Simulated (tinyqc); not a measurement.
# Ground and coupling capacitance from two measurements

Question. A line has Cg to the planes and Cc to each of two neighbours. Find Cg, Cc, the load when both neighbours switch in antiphase, and the pulse on the line when it floats and both neighbours swing by Vx.

Inputs (values chosen for the exercise):

| symbol | value | unit | meaning |
|---|---|---|---|
| Vx | 0.7 | V | swing |

capacitance with neighbours driven alike and with neighbours grounded (aF/um): 110  206

Solution. Driven alike, Cc carries no charge, which leaves Cg; grounded neighbours give Cg + 2 Cc, antiphase Cg + 4 Cc; a floating line divides the swing as 2 Cc/(Cg + 2 Cc).

Cg = 110 aF/um
Cc = 48.0 aF/um
load in antiphase = 302 aF/um
pulse = 0.326 V

Numbers from tinyqc (`OMP_NUM_THREADS=1 python tinyqc.py 2790196 2790197 out.jsonl`; about 0.8 s on one thread of a shared Intel Xeon 2.30GHz).
